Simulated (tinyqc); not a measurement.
Same peak temperature, different pulse lengths: millisecond and nanosecond annealing: surface heating, thermal budget and solid-phase regrowth. Computed by tinyqc, a small Python program. Command: `OMP_NUM_THREADS=1 python tinyqc.py 3029869 3029870 out.jsonl flash walk`. One thread of a shared host (Intel(R) Xeon(R) Processor @ 2.30GHz), about 0.02 s of CPU time with the checks.

A square pulse heats the surface of a thick wafer with constant thermal properties; losses by radiation are neglected and silicon melts at 1414 C.

Inputs (values chosen for the exercise, modelled on hot silicon with boron): incident fluence = 0.648 J/cm^2; pulse length t_p = 2.7e-07 s; reflectance R = 0.55; thermal conductivity k = 0.31 W/(cm K); heat capacity per volume c = 2.13 J/(cm^3 K); preheat temperature T0 = 400 C; dopant prefactor D0 = 1.03 cm^2/s; dopant activation energy E = 3.5 eV; regrowth prefactor v0 = 3.7e+08 cm/s; regrowth energy E_v = 2.68 eV; amorphous layer = 6.7 nm.

Source: pulsed laser.

Constants: k_B = 8.617333262e-05 eV/K.

Method:
- Absorbed flux q = (1 - R) fluence/t_p; kappa = k/c. With f(z, t) = (2 q/k) sqrt(kappa t) ierfc(z/(2 sqrt(kappa t))), ierfc(x) = exp(-x^2)/sqrt(pi) - x erfc(x): T = T0 + f(z, t) during the pulse and T0 + f(z, t) - f(z, t - t_p) after it.
- At the surface the rise at the end of the pulse is 2 q sqrt(t_p/(pi k c)); the fluence that just melts the surface scales with (1414 - T0).
- Temperatures in kelvin are T(C) + 273.15.
- Integrate exp(-E/(k_B T(t))) at the surface from 0 to 10 t_p (Gauss-Legendre, 60 points in sqrt(t) up to t_p and 60 in sqrt(t - t_p) after it). (Dt) = D0 x integral with E; regrowth = v0 x integral with E_v; effective time = integral/exp(-E/(k_B T_peak)).
- For each t_p the flux is set so that the peak temperature stays the same: q sqrt(t_p) is fixed.

absorbed flux q = 1.08e+06 W/cm^2

kappa = 0.145540 cm^2/s

Pulses:
```
t_p (s)   fluence (J/cm^2)  q (W/cm^2)  thermal length (um)  2 sqrt(Dt) (nm)  regrowth (nm)
1.00e-07        3.9436e-01  1.7746e+06           1.2064e+00       1.9315e-03     3.0367e-02
1.00e-06        1.2471e+00  5.6118e+05           3.8150e+00       6.1079e-03     3.0367e-01
1.00e-05        3.9436e+00  1.7746e+05           1.2064e+01       1.9315e-02     3.0367e+00
1.00e-04        1.2471e+01  5.6118e+04           3.8150e+01       6.1079e-02     3.0367e+01
3.00e-04        2.1600e+01  3.2400e+04           6.6077e+01       1.0579e-01     9.1100e+01
1.00e-03        3.9436e+01  1.7746e+04           1.2064e+02       1.9315e-01     3.0367e+02
3.00e-03        6.8305e+01  1.0246e+04           2.0895e+02       3.3454e-01     9.1100e+02
1.00e-02        1.2471e+02  5.6118e+03           3.8150e+02       6.1079e-01     3.0367e+03
```

What follows from these numbers?

Fluence and diffusion length grow as sqrt(t_p), regrowth as t_p. The layer of 6.7 nm regrows from t_p = 0.0001 s on among these rows, at a diffusion length of 0.061 nm. Caution: amorphous silicon melts some 200 to 250 K below the crystal, which matters for the short pulses that reach the peak before regrowth. Caution: the shortest pulses need a source absorbed within their thermal length, and the longest also heat the back of the wafer, which the thick-wafer formula leaves out.

Extremes, crossings and ranges named in words are read from the listed rows.
